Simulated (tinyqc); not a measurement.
Off-state leakage of single and stacked transistors: two steps of the calculation.

n-channel devices of unit width. Subthreshold current I(Vg, Vs, Vd) = I0 (T/300 K)^0.5 exp[(Vg - Vs - VT(T) - gb (Vs - Vb) + dd (Vd - Vs))/(nf Vt)] (1 - exp(-(Vd - Vs)/Vt)), VT(T) = VT - cT (T - 300 K). Gate-edge tunnelling Ig (Vd/1 V) exp(ag (Vd - 1 V)), for a gate at 0 V, and band-to-band leakage Ab u exp(-Bb/u), u = Vd - Vb + 1 V, flow at a drain held at V; both are taken as independent of T. In a stack of off transistors (all gates at 0 V) the same subthreshold current passes through each.

Parameters, values chosen for the exercise; values of the order met in bulk silicon logic transistors:
- T = 300 K (temperature)
- V = 1.1 V (supply voltage)
- VT = 0.35 V (threshold at 300 K, zero drain and body bias)
- cT = 0.8 mV/K (fall of the threshold with temperature)
- I0 = 0.64 uA/um (current at threshold at 300 K)
- nf = 1.2 (slope factor)
- dd = 0.16 (drain-induced lowering per volt)
- gb = 0.11 (rise of the threshold per volt of source-body bias)
- Ig = 3e-6 uA/um (gate-edge tunnelling current at 1 V)
- ag = 4.6 1/V (exponential slope of the gate current)
- Ab = 100 uA/(um V) (prefactor of band-to-band leakage at the drain)
- Bb = 22 V (its exponential voltage)
- Vb = -0.3 V (body voltage)

Constants: q = 1.602176634e-19 C, kB = 1.380649e-23 J/K, Vt = kB T/q. Results are converted to the units shown.

Task 1. Leakage of one transistor. Vg = Vs = 0, Vd = V; effective threshold VT(T) - gb Vb - dd V.

Wanted: effective threshold; parts; total; shares.

Result 1.

effective threshold = 0.2070 V
parts (nA/um): subthreshold 0.8097, gate edge 0.005227, band-to-band 25.07
total = 25.89 nA/um
shares (%): subthreshold 3.128, gate edge 0.02019, band-to-band 96.85

The band-to-band part is the largest.

Task 2. New Vx. Stack of two, Vx the node between them: I_low = I(0, 0, Vx), I_up = I(0, Vx, V), f = ln(I_up/I_low), f' = -(1 + gb + 2 dd)/(nf Vt) - 1/(Vt (exp(Vx/Vt) - 1)) - 1/(Vt (exp((V - Vx)/Vt) - 1)), Vx(new) = Vx - f/f'.

Vx at the start = 0.123 V

Find: I_low; I_up; f; f'; Vx after iteration 1.

Result 2.

I_low = 0.0052021 nA/um
I_up = 0.0052658 nA/um
f = 0.012167
f' = -46.431 1/V
Vx after iteration 1 = 0.12326 V

Computed by the program tinyqc: `OMP_NUM_THREADS=1 python tinyqc.py 2242204 2242205 out.jsonl`, one thread of a shared Intel Xeon 2.30GHz, about 0.03 s for the whole run.
